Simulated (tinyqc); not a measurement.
Undoped symmetric double-gate MOSFET, analytic potential model: one step of the calculation.

An undoped body of thickness ts between two equal insulators and tied gates; long channel, electrons only, n = ni exp((psi - V)/Vt) with V the quasi-Fermi potential (0 at the source, Vd at the drain), constant mobility, no quantisation. Across the body psi(x) = V - 2 Vt ln[(ts/(2 beta)) sqrt(q ni/(2 eps0 eps_r Vt)) cos(2 beta x/ts)], x from the centre. Q is the electron charge per area of the whole body.

Problem. Potential and electron density across the body at the source. psi(x) as above with V = 0 and beta = beta_s; n = ni exp(psi/Vt).

Values chosen for this exercise; material values close to those of silicon: temperature T = 300 K; relative permittivity of the semiconductor eps_r = 11.7; body thickness ts = 5 nm.

Constants: q = 1.602176634e-19 C, kB = 1.380649e-23 J/K, Vt = kB T/q, eps0 = 8.8541878128e-14 F/cm where lengths are in cm. Results are converted to the units shown.

x/ts, point 0 to 6: 0  0.1  0.2  0.3  0.4  0.45  0.5
beta_s = 0.49815354
ni = 7.3427729e9 cm^-3

Wanted: psi; n.

Solution.

```
point  psi (V)  n (cm^-3)
0       0.4915   1.327e18
1       0.4918   1.341e18
2       0.4926   1.382e18
3       0.4939   1.453e18
4       0.4957   1.563e18
5       0.4969   1.634e18
6       0.4982   1.720e18
```

The density at the surface is 1.30 times that at the centre (1/cos^2 beta).

tinyqc, about 0.03 s, one thread, Intel Xeon 2.30GHz (shared host): `OMP_NUM_THREADS=1 python tinyqc.py 2440113 2440114 out.jsonl`
